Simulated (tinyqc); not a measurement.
## Series resistance and length offset from two lengths at two overdrives

Problem. In strong inversion R W = Rsd + k(x)(L - dL), k(x) = (1 + th1 x)/(mu0 Cox x), x the overdrive, Cox = eps0 eox/tox, with Rsd and dL independent of x. Find dL, Rsd, mu0 and th1.

Parameters, values chosen for the exercise:
- eox = 3.9 (relative permittivity of the gate insulator (close to silicon dioxide))
- tox = 4.6 nm (insulator thickness)

Constants: eps0 = 8.8541878128e-14 F/cm where lengths are in cm. Results are converted to the units shown.

total resistance times width (ohm um):

|  | L = 0.098 um | L = 0.63 um |
|---|---|---|
| overdrive 0.41 V | 791.639348 | 5314.57774 |
| overdrive 0.99 V | 406.058085 | 2332.42393 |

Solution. At each overdrive R W is a straight line in L; the two lines cross at L = dL, R W = Rsd. Their slopes give k x = (1 + th1 x)/(mu0 Cox), a straight line in x.

dL = 0.01900 um
Rsd = 120.0 ohm um
mu0 = 390.0 cm^2/(V s)
th1 = 0.05000 1/V

Program tinyqc, `OMP_NUM_THREADS=1 python tinyqc.py 2210065 2210066 out.jsonl`; Intel Xeon 2.30GHz, shared host, one thread, about 0.01 s.
